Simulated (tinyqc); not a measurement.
Worked calculation: donor near an oxide interface in a gate field (two-state model). Values are carried at full precision from step to step, so a last printed digit may differ when a step is redone from the rounded ones.

Interface at z = 0 (hard wall), donor at z = d, field F pulling electrons to the interface: potential e F z; 1 kV/cm = 1e-5 eV/angstrom, c = hbar^2/2m0, q = e^2/(4 pi eps0), Q = (eps - eo)/(eps + eo). Donor state: E_D = e F d - ED - q Q/(4 eps d), the last term joining the images of ion and electron. Interface state: z exp(-b z/2) exp(-rho^2/(2 L^2)) with E_z = c b^2/(4 mz) + 3 e F/b + q Q b/(8 eps), minimised over b; in the plane at z = 3/b the ion (distance D = d - 3/b) and its image (D' = d + 3/b) give E_rho = c/(mt L^2) - (q/eps)(sqrt(pi)/L)[erfcx(D/L) + Q erfcx(D'/L)], erfcx(x) = exp(x^2) erfc(x), minimised over L. E_I = E_z + E_rho.

Constants: hbar^2/2m0 = 3.80998211 eV angstrom^2; e^2/(4 pi eps0) = 14.39964547 eV angstrom.

Values chosen for the exercise (near those of a donor in Si below HfO2, static dielectric constants; the results hold for these values, not for the real material): d = 140 angstrom (depth of the donor); ED = 42.1 meV (bulk binding energy); mz = 0.91 m0 (mass across the interface); mt = 0.188 m0 (mass in the plane); eps = 11.5 (dielectric constant of the semiconductor); eo = 22 (dielectric constant of the oxide); F = 40.5 kV/cm (field in the semiconductor); aD = 21.4 angstrom (donor radius); v = 0.51 (valley factor).

## The interface state across the interface

Solve c b/(2 mz) - 3 e F/b^2 + q Q/(8 eps) = 0; give Q, b, the three terms of E_z and <z> = 3/b.

Q = -0.3134
b = 0.09200 1/angstrom

kinetic, field and image terms (meV): 8.86  13.21  -4.51

<z> = 32.6 angstrom

The image pulls the electron towards the oxide; without it <z> would be 36.0 angstrom. The sign rests on the static constant; with the high-frequency one of such an oxide, about 4, the image would repel.

## Binding in the plane

Give D, D', the best L, both terms and E_rho.

D, D' (angstrom): 107.4  172.6

L = 118.7 angstrom

kinetic and Coulomb terms (meV): 1.44  -6.58

E_rho = -5.14 meV

The bottom of the well lies at -9.4 meV, so the level is 45 % of the way up; L/D = 1.11. Above the critical field the ionised donor would thus still hold its electron as a dot at the interface.

## Where the electron sits

The two states couple by t = t0 exp(-D/aD) with t0 = q/(eps aD) (2 aD/L) sqrt(aD b/2) v, v a valley factor; this form is an estimate. With detuning u = E_D - E_I the splitting is sqrt(u^2 + 4 t^2) and the lower state has weight (1 - u/sqrt(u^2 + 4 t^2))/2 on the donor.

Give E_D, E_I, t, the splitting and the donor weight.

E_D, E_I (meV): 15.30  12.41

t = 0.0706 meV
splitting = 2.89 meV
donor weight = 0.001

The electron is at the interface; the contact hyperfine coupling scales with the donor weight. With this t, the tunnelling time pi hbar/(2t) at a crossing would be 14.6 ps (hbar = 6.58212e-16 eV s); here the detuning is 40.9 t.

## Critical field

Find F at which E_D = E_I; compare the rule e F d = ED. The crossing width is 4t/(e D), with t and D formed anew at that field.

critical field = 37.8 kV/cm
ED/(e d) = 30.1 kV/cm
width = 0.27 kV/cm

The confinement energy E_z = 16.7 meV raises the field needed and the attraction E_rho = -5.2 meV lowers it; the result is 1.26 times the simple rule.

## Checks

- E_z without images against 1.5 x 6^(2/3)/2 (c (e F)^2/mz)^(1/3), meV: both 21.85.
- E_rho from the radial equation in the full Coulomb well against the Gaussian trial function, meV: -5.2 against -5.1.

tinyqc: `OMP_NUM_THREADS=1 python tinyqc.py 1281401 1281402 out.jsonl`; about 0.1 s, one thread, shared Intel(R) Xeon(R) Processor @ 2.30GHz.
